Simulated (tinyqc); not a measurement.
# Surface potential of a MOS transistor: implicit equation and explicit approximations: effects of single changes

p-type body, charge-sheet picture, depletion and inversion only, full ionisation (an idealisation for deep acceptors), Boltzmann statistics (rough once Na exp(x - xn) passes about Nc/7). In units of Vt: xg = (Vg - Vfb)/Vt, x = psi/Vt, G = gamma/sqrt(Vt), xn = (2 phiF + Vc)/Vt. The implicit equation is (xg - x)^2 = G^2 [x - 1 + exp(x - xn)] for x above about 3. Cox = eps0 eox/tox.

Inputs (values chosen for the exercise); band and dielectric values close to those of silicon: temperature T = 300 K; band gap Eg = 1.14 eV; relative permittivity eps_r = 11.6; conduction-band density of states at T Nc = 2.76e19 cm^-3; valence-band density of states at T Nv = 2.63e19 cm^-3; relative permittivity of the gate insulator (close to silicon dioxide) eox = 3.9; insulator thickness tox = 4.7 nm; acceptor density Na = 9.7e16 cm^-3; flat-band voltage Vfb = -0.55 V; channel-body voltage Vc = 0 V; gate-body voltage Vg = 1.03 V.

Constants: q = 1.602176634e-19 C, kB = 1.380649e-23 J/K, Vt = kB T/q, eps0 = 8.8541878128e-14 F/cm where lengths are in cm. Results are converted to the units shown.

Each table varies one quantity; the others keep the values above.

## Accuracy of the approximations against gate voltage

ni = sqrt(Nc Nv) exp(-Eg/(2 Vt)), Eg in volts; phiF = Vt ln(Na/ni); gamma = sqrt(2 q eps0 eps_r Na)/Cox; VT = Vfb + Vt (xn + G sqrt(xn - 1)). Depletion value a = 1 + [sqrt(G^2/4 + xg - 1) - G/2]^2; inversion value b = xn + ln[(xg - xn)^2/G^2 - xn + 1] and first guess y = min(a, b) - ln(1 + exp(-|a - b|)) if a > xn + 1, else b = y = a; one second-order correction with D = exp(y - xn), p = 2 (xg - y) + G^2 (1 + D), w = (xg - y)^2 - G^2 (y - 1 + D): z = y + 2 w/(p + sqrt(p^2 - 2 (2 - G^2 D) w)), or the Newton step z = y + w/p where the root is not real. N_inv = (Cox Vt G/q) [sqrt(x - 1 + exp(x - xn)) - sqrt(x - 1)] at the root. Lambert form (Cox m Vt/q) W0[(G/(2 m sqrt(xn - 1))) exp((Vg - VT)/(m Vt))], m = 1 + G/(2 sqrt(xn - 1)). Errors under 1e-4 mV, and the linear form below VT, are printed as 0.

Result of one run:
```
Vg (V)  psi (V)  x - xn  error of y (mV)  error of z (mV)  N_inv (cm^-2)  Cox (Vg - VT)/q (cm^-2)  Lambert form (cm^-2)
0.12     0.5022  -13.42                0                0        3.104e4                        0               1.903e4
```

What becomes of these results when the gate-body voltage Vg is changed from 0.12 to 1.12 V, all else the same?

Result of the changed run:
```
Vg (V)  psi (V)  x - xn  error of y (mV)  error of z (mV)  N_inv (cm^-2)  Cox (Vg - VT)/q (cm^-2)  Lambert form (cm^-2)
1.12     0.9931   5.570             11.5           -0.561       2.007e12                 2.753e12              2.096e12
```

The whole series:
```
Vg (V)  psi (V)    x - xn  error of y (mV)  error of z (mV)  N_inv (cm^-2)  Cox (Vg - VT)/q (cm^-2)  Lambert form (cm^-2)
0.12     0.5022    -13.42                0                0        3.104e4                        0               1.903e4
0.32     0.6742    -6.765          3.91e-3                0        2.065e7                        0               1.747e7
0.52     0.8466  -0.09723             2.76         -5.43e-4       1.434e10                  1.263e9              1.441e10
0.72     0.9412     3.564             20.3            -7.54       4.408e11                 9.184e11              4.646e11
0.92     0.9738     4.823             14.8            -1.46       1.190e12                 1.836e12              1.249e12
1.12     0.9931     5.570             11.5           -0.561       2.007e12                 2.753e12              2.096e12
1.32      1.007     6.107             9.55           -0.295       2.853e12                 3.670e12              2.967e12
1.52      1.018     6.530             8.24           -0.180       3.714e12                 4.587e12              3.849e12
1.72      1.027     6.879             7.29           -0.121       4.585e12                 5.504e12              4.738e12
```

psi rises from 0.502 to 1.03 V and ends 6.9 Vt above 2 phiF + Vc. Among the rows the first guess is off by at most 20 mV (at Vg = 0.72 V) and the corrected value by at most 7.5 mV. In the last row the linear form is 20 % above N_inv and the Lambert form 3.3 % above it; in the first row the Lambert form is 39 % below it. For Vg = 0.92, 1.12, 1.32, 1.52, 1.72 the electron quasi-Fermi level lies less than 2 Vt below the band edge at the surface, or above it, where degeneracy and confinement, left out, matter.

## Effect of the insulator thickness at fixed gate voltage

Same model as above.

Results:
```
tox (nm)  psi (V)  x - xn  error of y (mV)  error of z (mV)  N_inv (cm^-2)  Cox (Vg - VT)/q (cm^-2)  Lambert form (cm^-2)
1.6         1.040   7.382             16.0            -2.25       6.152e12                 8.834e12              6.637e12
2.9         1.011   6.251             13.8            -1.16       3.124e12                 4.420e12              3.310e12
4          0.9941   5.608             13.0           -0.892       2.060e12                 2.927e12              2.164e12
5.5        0.9763   4.922             12.6           -0.774       1.278e12                 1.852e12              1.333e12
7.5        0.9565   4.156             12.9           -0.839       7.158e11                 1.089e12              7.420e11
10         0.9327   3.237             14.5            -1.23       3.330e11                 5.635e11              3.434e11
14         0.8792   1.163             4.56          -0.0127       4.879e10                 1.134e11              4.980e10
```

Estimate the missing row, tox = 2.1 nm.

Computed row:
```
tox (nm)  psi (V)  x - xn  error of y (mV)  error of z (mV)  N_inv (cm^-2)  Cox (Vg - VT)/q (cm^-2)  Lambert form (cm^-2)
2.1         1.027   6.871             14.9            -1.62       4.563e12                 6.490e12              4.879e12
```

With this row back in the table: As tox goes from 1.6 to 14, psi falls from 1.04 to 0.879 V, x - xn falls from 7.38 to 1.16 and N_inv falls from 6.15e12 to 4.88e10 cm^-2. The Lambert form lies between 1.02 and 1.08 times N_inv. For tox = 1.6, 2.1, 2.9, 4, 5.5, 7.5 the electron quasi-Fermi level lies less than 2 Vt below the band edge at the surface, or above it, where degeneracy and confinement, left out, matter.

tinyqc, about 0.01 s, one thread, Intel Xeon 2.30GHz (shared host): `OMP_NUM_THREADS=1 python tinyqc.py 2122158 2122159 out.jsonl`
